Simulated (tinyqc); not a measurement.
Slater-Koster d bands of an fcc metal: sweeps and comparisons. A value that a table varies takes the place of the one given here.

Slater-Koster d bands. For a bond with direction cosines (l, m, n) the 5 x 5 block is dds Ps + ddp Pp + ddd (1 - Ps - Pp), the projectors on sigma, pi and delta states about the bond; for instance <xy|xy> = 3 l^2 m^2 dds + (l^2 + m^2 - 4 l^2 m^2) ddp + (n^2 + l^2 m^2) ddd, <xy|yz> = 3 l m^2 n dds + l n (1 - 4 m^2) ddp + l n (m^2 - 1) ddd and <3z2-r2|3z2-r2> = (n^2 - (l^2 + m^2)/2)^2 dds + 3 n^2 (l^2 + m^2) ddp + (3/4)(l^2 + m^2)^2 ddd. H(k) sums the blocks times cos(k.R) over the neighbours; the d level is the zero of energy; k in 2 pi/a.

Neighbours: twelve at (a/2)(1,1,0) and equivalents.

Mesh: k = f1 b1 + f2 b2 + f3 b3 with fractions (j + 1/2)/N, j = 0 to N - 1, and b = (-1,1,1), (1,-1,1), (1,1,-1) for fcc, (0,1,1), (1,0,1), (1,1,0) for bcc, unit vectors for simple cubic. The lowest Nd/10 of all levels are filled with two electrons each; the bond energy is their sum per atom.

Values chosen for the exercise (of the size met in Ir; not measured data):
```
symbol  value   unit  meaning
dds     -1.06   eV    dd sigma
ddp     0.7     eV    dd pi
ddd     -0.095  eV    dd delta
N       10            mesh
f2      0.487         factor for second neighbours in bcc
```

## Band filling: full bands against the rectangular model

W = sqrt(12 mu2) with mu2 the mean square level on the mesh; rectangular model: Fermi level W (Nd/10 - 1/2), bond energy -W Nd (10 - Nd)/20. The Fermi level of the mesh is the highest filled level.

Per atom (eV):
```
Nd  EF, bands  bond energy, bands  EF, rectangle  bond energy, rectangle
1      -3.018              -3.828         -3.127                  -3.518
2      -2.374              -6.520         -2.345                  -6.253
3      -1.623              -8.489         -1.563                  -8.208
4      -0.587              -9.638         -0.782                  -9.380
5       0.176              -9.823          0.000                  -9.771
6       1.107              -9.169          0.782                  -9.380
7       1.677              -7.761          1.563                  -8.208
8       2.363              -5.705          2.345                  -6.253
9       2.884              -3.063          3.127                  -3.518
```

W = 7.817 eV
full width on the mesh = 8.913 eV

What can be read from the table?

The bond energy is deepest at Nd = 5 (-9.823 eV); the rectangle has its minimum at 5. The two differ most at Nd = 8, by 0.548 eV or 6 % of the deepest value: the second moment fixes the parabola, and higher moments the rest. At Nd = 3 and 7 the bands give -8.489 and -7.761 eV, a skew towards less than half filling.

## Which lattice a d-band metal prefers

fcc has twelve neighbours, bcc eight and six (the six times f2), simple cubic six. The integrals of bcc and sc are scaled so that all three have the second moment of fcc, which stands for equal repulsion (structural energy difference theorem). s and p electrons are left out.

Bond energy per atom:
```
Nd  fcc (eV)  bcc - fcc (meV)  sc - fcc (meV)
1     -3.828              246              80
2     -6.520              120             119
3     -8.489             -133             381
4     -9.638             -408             525
5     -9.823             -113             484
6     -9.169              344              56
7     -7.761              474            -347
8     -5.705              208            -695
9     -3.063             -168            -685
```

scale factors: bcc 1.1285, sc 1.4142

mu3/mu2^1.5: fcc -0.266, bcc -0.252, sc 0.000

mu4/mu2^2: fcc 1.875, bcc 1.724, sc 2.136

largest change of a difference when N is raised to 14 = 29 meV

What does this show, and why?

fcc is lowest for Nd = 1, 2 and 6. bcc is lowest for Nd = 3, 4 and 5. sc is lowest for Nd = 7, 8 and 9. bcc gains most on fcc at Nd = 4 (-408 meV). A small fourth moment marks a two-peaked band, which tends to favour fillings near one half; bcc has -8 % against fcc, and at Nd = 5 it lies -113 meV from fcc (differences of a few tens of meV are within the error of the mesh; hcp is left out, and this d-only model can miss the lattice of the real metal). The third moments, from three-membered rings, skew the bands. That simple cubic wins anywhere comes from keeping d bands and equal second moments alone; no transition metal takes it. Differences below about 29 meV are within the error of this mesh, and the s and p electrons left out weigh most where the d band is nearly empty or full.

## What each integral does

Levels at Gamma, E(t2g) = 3 dds + 4 ddp + 5 ddd, E(eg) = 1.5 dds + 6 ddp + 4.5 ddd, and W = sqrt(12 mu2), the width of a rectangular band with the same second moment mu2 = z (dds^2 + 2 ddp^2 + 2 ddd^2)/5, z = 12. Each row changes one parameter from the base and keeps the others.

Results:
```
case              t2g (eV)  eg (eV)  W (eV)
base               -0.8550   2.1825  7.8169
dds = -1.219 eV    -1.3320   1.9440  8.4581
ddp = 0.805 eV     -0.4350   2.8125  8.3789
ddd = -0.1092 eV   -0.9260   2.1186  7.8276
```

How do the results move?

The largest shifts from the base row, up to three for each result and ties (the steps differ in size, so this ranks the rows, not the parameters). t2g (eV): dds -0.4770, ddp +0.4200, ddd -0.0710. eg (eV): ddp +0.6300, dds -0.2385, ddd -0.0639. W (eV): dds +0.6412, ddp +0.5620, ddd +0.0107. The ratio of the shifts of t2g and eg names the integral: 3 : 1.5 for dds, 4 : 6 for ddp, 5 : 4.5 for ddd.

(tinyqc, `OMP_NUM_THREADS=1 python tinyqc.py 1481639 1481640 out.jsonl`, Intel(R) Xeon(R) Processor @ 2.30GHz, 1 thread, shared host, about 0.03 s.)
